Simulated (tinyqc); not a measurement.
# Worked calculation: metal-interlayer-semiconductor contact, depinning against tunnelling resistance

Computed by the program tinyqc: `OMP_NUM_THREADS=1 python tinyqc.py 2270110 2270111 out.jsonl`, one thread of a shared Intel Xeon 2.30GHz, about 0.04 s for the whole run. Printed values are rounded.

Zero bias, n-type semiconductor. Gap states at the semiconductor surface thin out as exp(-be ti), which unpins the barrier; electrons must then cross the interlayer (a rectangular barrier, no voltage drop across it) and the parabolic depleted layer, both by WKB. Energies E are counted from the Fermi level; no image force, parabolic bands.

Parameters, values chosen for the exercise; semiconductor values close to those of germanium; interlayer mass of the order of that in strontium titanate, offset chosen freely:
```
symbol,value,unit,meaning
T,300,K,temperature
Eg,0.684,eV,band gap
eps_r,16.1,,relative permittivity
chi,4.15,eV,electron affinity
Nc,1.04e19,cm^-3,conduction-band density of states at T
mt,0.123,m0,tunnelling mass in the semiconductor
mA,1.07,m0,Richardson mass
Nd,5.8e19,cm^-3,donor density
E0,0.091,eV,charge-neutrality level above the valence band
S0,0.051,,pinning factor without interlayer
phiM,4.35,eV,metal work function
ti,0.9,nm,interlayer thickness
dE,0.24,eV,conduction-band offset of the interlayer above the semiconductor
mi,0.58,m0,tunnelling mass in the interlayer
be,5.5,1/nm,decay constant of gap states through the interlayer
```

Constants: q = 1.602176634e-19 C, kB = 1.380649e-23 J/K, eps0 = 8.8541878128e-12 F/m, hbar = 1.054571817e-34 J s, h = 6.62607015e-34 J s, m0 = 9.1093837015e-31 kg, Vt = kB T/q, hbar^2/(2 m0) = 0.0380998212 eV nm^2. Results are converted to the units shown.

## Pinning, barrier and scales

S = 1/(1 + (1/S0 - 1) exp(-be ti)); phiB = S (phiM - chi) + (1 - S)(Eg - E0); xi = Ec - EF deep inside, from Nd = Nc F(-xi/Vt), F(x) = (2/sqrt(pi)) int_0^infinity sqrt(u) du/(1 + exp(u - x)); band bending U = phiB - xi; E00 = (hbar/2) sqrt(Nd/(eps0 eps_r mt m0)) in volts; A = 4 pi q mA m0 kB^2/h^3.

S = 0.883543
phiB = 0.245768 eV
xi = -0.0919916 eV
U = 0.337759 eV
E00 = 0.100479 eV
A = 128.585 A/(cm^2 K^2)

The interlayer moves the barrier from 0.573 eV to 0.246 eV; the unpinned limit is phiM - chi = 0.200 eV. E00/Vt = 3.89: by the usual rule of thumb (0.5 to 5) thermionic-field emission.

## Exponents and integrand on an energy grid

E, point 0 to 14 (eV): [-0.09, -0.06571, -0.04143, -0.01714, 0.00714, 0.03143, 0.05571, 0.08, 0.10429, 0.12857, 0.15286, 0.17714, 0.20143, 0.22571, 0.25]

With U = phiB - xi: for xi < E < phiB, y = (E - xi)/U and G1 = (U/E00) [sqrt(1 - y) - y ln((1 + sqrt(1 - y))/sqrt(y))], G1 = 0 above phiB; G2 = 2 ti sqrt(mi max(phiB + dE - E, 0)/C), C = hbar^2/(2 m0); f = 1/(1 + exp(E/Vt)); integrand exp(-G1 - G2) f.

G1, point 0 to 14: [3.28698, 2.71805, 2.29305, 1.93330, 1.61886, 1.33982, 1.09090, 0.86847, 0.67048, 0.49574, 0.34357, 0.21441, 0.10955, 0.03283, 0.00000]
G2, point 0 to 14: [5.32904, 5.21542, 5.09931, 4.98046, 4.85874, 4.73385, 4.60562, 4.47367, 4.33770, 4.19739, 4.05216, 3.90160, 3.74492, 3.58146, 3.41010]
f, point 0 to 14: [0.970153, 0.927019, 0.832379, 0.659935, 0.431389, 0.228682, 0.103869, 0.0433331, 0.0173934, 0.00687265, 0.00269707, 0.00105614, 4.12996e-4, 1.61499e-4, 6.31186e-5]
integrand, point 0 to 14 (in units of 1e-4): [1.75773, 3.32373, 5.12692, 6.55985, 6.63260, 5.26591, 3.48753, 2.07376, 1.16241, 0.62940, 0.33254, 0.17225, 0.08749, 0.04350, 0.02085]

## Contact resistivity

1/rho_c = (A T^2/Vt^2) I, with I the trapezoid sum of the integrand over the grid.

I = 8.69107e-5 eV
rho_c = 6.6448e-7 ohm cm^2

A fine grid from xi upwards gives rho_c = 6.591e-7 ohm cm^2; the coarse value is 0.81 % above it. The integrand peaks at E = -0.0039 eV, and 0.088 % of the current flows above phiB. Tunnelling through the interlayer costs a factor of 133 at this barrier height; the bare contact (ti = 0) has rho_c = 9.29e-8 ohm cm^2, so with the interlayer rho_c is 7.10 times that.
